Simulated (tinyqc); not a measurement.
Power iteration on a symmetric matrix, step by step. Computed by tinyqc, a small Python program that keeps every step. Settings: method = power, shift = 0.95. Command: `OMP_NUM_THREADS=1 python tinyqc.py 24890 24891 out.jsonl` (the two numbers bound the seeds that draw the settings). One thread of a shared host (Intel(R) Xeon(R) Processor @ 2.60GHz), about 0.01 s of CPU time with the checks.

## Step 1

A, lower triangle:
```
           1          2          3          4         5
1   0.249000
2  -0.385000   0.812000
3  -1.324000   0.228000   0.962000
4  -0.599000  -0.731000   0.486000   3.548000
5   0.174000  -0.099000  -0.029000  -0.861000  4.082000
```

vector v at the start: 0.447214  0.447214  0.447214  0.447214  0.447214

shift = 0.950000

w = (A - shift) v; v' = w/|w| with its largest component positive (the first on a tie); lambda = v'^T A v'.

vector after step 1: 0.711828  0.282472  0.157431  -0.224220  -0.581766

Rayleigh quotient after step 1 = 1.262049

## Step 2

As before.

vector after step 2: 0.376532  0.026754  0.465564  0.306756  0.739364

Rayleigh quotient after step 2 = 2.014339

## Step 3

As before.

vector after step 3: -0.400620  -0.144000  -0.152157  0.059949  0.889956

Rayleigh quotient after step 3 = 2.978821

## Course of the iteration

Stop when the residual |A v - lambda v| is below 1e-9.

Steps:

| step | lambda | residual |
|---|---|---|
| 1 | 1.26204924 | 2.06e+00 |
| 2 | 2.01433925 | 2.11e+00 |
| 3 | 2.97882123 | 1.97e+00 |
| 4 | 3.93760869 | 1.53e+00 |
| 5 | 4.51742254 | 9.49e-01 |
| 6 | 4.74799821 | 5.22e-01 |
| 7 | 4.82350129 | 2.78e-01 |
| 8 | 4.84702705 | 1.49e-01 |
| 9 | 4.85437995 | 8.12e-02 |
| 10 | 4.85671231 | 4.50e-02 |
| 11 | 4.85746235 | 2.52e-02 |
| 12 | 4.85770598 | 1.43e-02 |
| 13 | 4.85778566 | 8.14e-03 |
| 14 | 4.85781182 | 4.65e-03 |
| 15 | 4.85782044 | 2.67e-03 |
| 16 | 4.85782328 | 1.53e-03 |
| 17 | 4.85782422 | 8.78e-04 |
| 18 | 4.85782453 | 5.05e-04 |
| 19 | 4.85782463 | 2.90e-04 |
| 20 | 4.85782467 | 1.67e-04 |
| 21 | 4.85782468 | 9.59e-05 |
| 22 | 4.85782468 | 5.52e-05 |
| 23 | 4.85782468 | 3.17e-05 |
| 24 | 4.85782469 | 1.82e-05 |
| 25 | 4.85782469 | 1.05e-05 |
| 26 | 4.85782469 | 6.03e-06 |
| 27 | 4.85782469 | 3.47e-06 |
| 28 | 4.85782469 | 1.99e-06 |
| 29 | 4.85782469 | 1.15e-06 |
| 30 | 4.85782469 | 6.60e-07 |

all eigenvalues, for comparison: -0.803877  0.402267  1.999396  3.197389  4.857825

Not converged in 30 steps: the residual falls only by the ratio of the two largest distances of eigenvalues from the shift, 0.58 a step.
